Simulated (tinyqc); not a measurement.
Vacuum evaporation: vapour pressure, source flux, thickness distribution, purity and step coverage. Inputs raised by 5 %, one at a time. Computed by tinyqc, a small Python program. Command: `OMP_NUM_THREADS=1 python tinyqc.py 3113910 3113911 out.jsonl evap sens`. One thread of a shared host (Intel(R) Xeon(R) Processor @ 2.30GHz), about 0.01 s of CPU time with the checks.

Molecular flow, unit sticking of the metal, no re-evaporation. The background gas is taken as water vapour (18.015 g/mol, collision diameter 0.37 nm) at 300 K.

Inputs (values chosen for the exercise, modelled on gallium, with constants for the liquid):
```
quantity                    value    unit
molar mass M                69.72   g/mol
film density rho             5.91  g/cm^3
vapour-pressure constant A  10.67       -
vapour-pressure constant B  13990       K
source temperature T         1300       K
source area                   2.7    cm^2
directionality n                1       -
source-to-wafer distance h     43      cm
wafer radius R                 15      cm
background pressure p       1e-07      Pa
sticking of background gas    0.6       -
```

Constants: u = 1.6605390666e-27 kg; k_B = 1.380649e-23 J/K; R = 8.314462618 J/(mol K).

Method:
- log10(p_v/Pa) = A - B/T; flux from the surface Phi = p_v/sqrt(2 pi m k_B T), m = M u.
- Mass loss = Phi x area x m; heat of evaporation = ln(10) R B; d ln Phi/dT = ln(10) B/T^2 - 1/(2 T).
- A small source emits (n + 1) Phi area cos^n(phi)/(2 pi) per solid angle; on a parallel plane at height h and lateral distance l the arrival rate is (n + 1) Phi area/(2 pi h^2) x (1 + (l/h)^2)^(-(n + 3)/2). Growth rate = arrival rate x m/rho, m = M u. The wafer is fixed and centred above the source.
- Mean free path lambda = k_B T_g/(sqrt2 pi d^2 p); unscattered share exp(-h/lambda); gas arrival p/sqrt(2 pi m_g k_B T_g); impurity ratio = sticking x gas arrival/metal arrival; monolayer time = 1e15 cm^-2/(sticking x gas arrival).

Runs; columns: (1) input moved; (2) from; (3) to; (4) growth rate at the centre (nm/s); (5) non-uniformity (max - min)/(max + min) (%); (6) impurity ratio; (7) mass loss (g/h):
```
(1)                                (2)       (3)     (4)    (5)       (6)    (7)
base run                             -         -  0.0645  11.43  0.000653  0.798
source temperature T (K)          1300      1365  0.2050  11.43  0.000206  2.533
source area (cm^2)                 2.7     2.835  0.0678  11.43  0.000622  0.838
source-to-wafer distance h (cm)     43     45.15  0.0585  10.43  0.000720  0.798
wafer radius R (cm)                 15     15.75  0.0645  12.52  0.000653  0.798
directionality n                     1      1.05  0.0662  11.57  0.000637  0.798
background pressure p (Pa)       1e-07  1.05e-07  0.0645  11.43  0.000685  0.798
vapour-pressure constant B (K)   13990   14689.5  0.0187  11.43  0.002253  0.231
```

Exponents ln(y'/y) / ln(x'/x):
```
input                       growth rate at the centre  non-uniformity (max - min)/(max + min)  impurity ratio  mass loss
source temperature T                           23.685                                   0.000         -23.685     23.685
source area                                     1.000                                   0.000          -1.000      1.000
source-to-wafer distance h                     -2.000                                  -1.879           2.000      0.000
wafer radius R                                  0.000                                   1.866           0.000      0.000
directionality n                                0.506                                   0.252          -0.506      0.000
background pressure p                           0.000                                   0.000           1.000      0.000
vapour-pressure constant B                    -25.394                                   0.000          25.394    -25.394
```

Which inputs matter most for each result?

Among the inputs moved here: growth rate at the centre answers most in size to vapour-pressure constant B (exponent -25.394), next to source temperature T (+23.685); its exponent is below 0.0005 for wafer radius R, background pressure p. Its exponent -2.000 in source-to-wafer distance h: a point source. Non-uniformity (max - min)/(max + min) answers most in size to source-to-wafer distance h (exponent -1.879), and about equally to wafer radius R (+1.866); its exponent is below 0.0005 for source temperature T, source area, background pressure p, vapour-pressure constant B. impurity ratio answers most in size to vapour-pressure constant B (exponent +25.394), next to source temperature T (-23.685); its exponent is below 0.0005 for wafer radius R. Its exponent +2.000 in source-to-wafer distance h: the metal flux falls as 1/h^2. Mass loss answers most in size to vapour-pressure constant B (exponent -25.394), next to source temperature T (+23.685); its exponent is below 0.0005 for source-to-wafer distance h, wafer radius R, directionality n, background pressure p.
